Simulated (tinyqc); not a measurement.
Comparisons within one model: Lorentz oscillators and the Kramers-Kronig relations. A value that a table varies takes the place of the one given here.

eps(E) = 1 + sum_j S_j/(E0_j^2 - E^2 - i G_j E).

Kramers-Kronig: eps1(E) = 1 + (2/pi) P integral_0^infinity E1 eps2(E1)/(E1^2 - E^2) dE1. Maclaurin rule on the grid E_j = j h, j = 1 .. M: eps1(E_i) = 1 + (4 h/pi) sum over j with j - i odd of E_j eps2(E_j)/(E_j^2 - E_i^2); nothing is added above E_M.

n + i k = sqrt(eps1 + i eps2) with k >= 0; R = ((n - 1)^2 + k^2)/((n + 1)^2 + k^2) at normal incidence from vacuum; alpha = 2 E k/(hbar c), times 1e8 for 1/cm; loss function Im(-1/eps) = eps2/(eps1^2 + eps2^2).

Constants: hbar c = 1973.269805 eV angstrom.

Parameters, chosen for this exercise:
- E0 = (6.48, 11.65) eV (resonances)
- G = (0.65, 3.66) eV (widths)
- S = (30.1, 109.4) eV^2 (strengths)
- h = 0.5 eV (grid step)
- M = 30 (grid points E_j = j h)
- E_t = 2.4 eV (energy below the first line)
- E = 4.65 eV (photon energy)

## Numerical transform against the formula

Every third grid point is listed; the error is the transform minus the formula.

Dielectric function:
```
E (eV)   eps2  eps1 formula  eps1 transform   error
1.00    0.034         2.546           2.692   0.147
2.50    0.098         2.681           2.437  -0.244
4.00    0.225         3.047           3.305   0.258
5.50    0.905         4.347           3.780  -0.567
7.00    2.304        -0.861          -1.936  -1.075
8.50    0.857         1.427           1.583   0.156
10.00   1.588         1.982           1.733  -0.249
11.50   2.609         0.882           0.867  -0.015
13.00   1.560        -0.316          -0.538  -0.223
14.50   0.704        -0.152          -0.289  -0.136
```

What can be read from the table?

The largest error listed is -1.075 at 7.00 eV. The rule samples every 2h = 1 eV and the narrowest line is 0.65 eV wide, so it is not resolved. The grid ends at 15 eV, where eps2 is still 0.556; the error at the last point listed, nearest the missing tail, is -0.136.

## How far the spectrum must be known

The integrals are done by adaptive quadrature and cut at E_cut. f-sum share: (2/pi) integral of E eps2 over sum S. Static share: (2/pi) integral of eps2/E over eps(0) - 1.

Cut integrals:
```
E_cut (eV)  eps1(E_t)  f-sum share  static share
9.3             2.061        0.273         0.619
12.8            2.493        0.640         0.889
17.5            2.636        0.844         0.980
23.3            2.658        0.902         0.994
35.0            2.665        0.941         0.998
58.2            2.667        0.966         1.000
```

eps1(E_t) from the formula = 2.667

How do the results move?

Cut at 12.8 eV, just above the last line, eps1(E_t) lacks 0.174; cut at 58.2 eV it lacks 0.000. At 17.5 eV the static sum has reached 0.980 and the f-sum only 0.844: the f-sum weights eps2 by E and the static sum by 1/E, so the f-sum needs the far tail.

## Optical constants across the spectrum

Spectrum:
```
E (eV)    eps1   eps2      n      k      R   loss
1.75     2.595  0.062  1.611  0.019  0.055  0.009
4.13     3.101  0.244  1.762  0.069  0.077  0.025
6.51     1.451  7.334  2.113  1.736  0.335  0.131
8.90     1.663  0.960  1.339  0.359  0.043  0.260
11.28    1.172  2.573  1.414  0.910  0.150  0.322
13.66   -0.301  1.088  0.643  0.846  0.247  0.854
16.05    0.132  0.358  0.507  0.353  0.154  2.459
18.43    0.416  0.164  0.657  0.125  0.048  0.822
20.81    0.578  0.091  0.763  0.060  0.019  0.266
23.19    0.679  0.057  0.825  0.034  0.010  0.122
25.58    0.747  0.038  0.864  0.022  0.005  0.068
27.96    0.794  0.027  0.891  0.015  0.003  0.043
```

What does this show?

Among the energies listed the largest values are at (eV): eps2 6.51; n 6.51; k 6.51; R 6.51; loss 16.05. eps1 crosses zero at 6.59, 7.33, 12.27 and 15.28 eV; the last crossing is upward and marks the plasmon, against sqrt(sum S) = 11.81 eV for free electrons.

## What each oscillator parameter does

At the energy E. Each row changes one parameter from the base and keeps the others.

Results:
```
case                      eps1   eps2      n      k      R
base                     3.384  0.354  1.842  0.096  0.089
E0 = (6.804, 11.65) eV   3.140  0.287  1.774  0.081  0.079
G = (0.975, 3.66) eV     3.346  0.453  1.833  0.124  0.088
S = (36.12, 109.4) eV^2  3.673  0.397  1.919  0.104  0.100
E = 4.883 eV             3.563  0.434  1.891  0.115  0.096
```

How do the results move?

The largest shifts from the base row, up to three for each result and ties (the steps differ in size, so this ranks the rows, not the parameters). eps1: S +0.289, E0 -0.244, E +0.179. eps2: G +0.099, E +0.079, E0 -0.067. n: S +0.077, E0 -0.068, E +0.049. k: G +0.027, E +0.018, E0 -0.015. R: S +0.011, E0 -0.010, E +0.008.

tinyqc: `OMP_NUM_THREADS=1 python tinyqc.py 1680861 1680862 out.jsonl`; about 0.1 s, one thread, shared Intel(R) Xeon(R) Processor @ 2.30GHz.
